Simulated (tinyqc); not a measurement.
Strain-driven roughening and islands of a mismatched epitaxial film: one step, computed by the program tinyqc.

Film and substrate share isotropic elastic constants; the film is coherent and biaxially strained.

Problem. Which shape at the volume V. Shallow faceted island (Tersoff form): E = 4 Gam V^(2/3) tan^(1/3)(theta) - 6 c V tan(theta), Gam = gamma [x/sin(theta) - 1/tan(theta)], x the facet energy over gamma, c = stress^2 (1 - nu)/(2 pi G). The two energies cross at V_x^(1/3) = 4 [Gam_2 t2^(1/3) - Gam_1 t1^(1/3)]/(6 c (t2 - t1)), t = tan(theta); mu = dE/dV.

Inputs (values chosen for the exercise, for a model film):

| quantity | value | unit |
|---|---|---|
| shear modulus G | 37.1 | GPa |
| Poisson ratio nu | 0.32 | - |
| surface energy gamma | 0.819 | J/m^2 |
| contact angle of the shallow shape theta_1 | 13 | degrees |
| contact angle of the steep shape theta_2 | 23.4 | degrees |
| facet energy of shape 1 over gamma | 1.001 | - |
| facet energy of shape 2 over gamma | 1.017 | - |
| island volume V | 1600 | nm^3 |

stress = 3.658496 GPa

Gam of shape 2 = 0.2046642 J/m^2

Gam of shape 1 = 0.09695406 J/m^2

c = 0.03904455 GPa

Constants: e = 1.602176634e-19 C.

Give: E of shape 1; E of shape 2; crossing volume V_x; jump of mu at V_x, shape 2 less shape 1.

Solution.

E of shape 1 = -336.98 eV

E of shape 2 = -483.68 eV

crossing volume V_x = 524.17 nm^3

jump of mu at V_x, shape 2 less shape 1 = -15.764 MJ/m^3

At V the steep shape is lower. At V_x the chemical potential drops, so islands that have turned steep grow at the cost of the shallow ones.
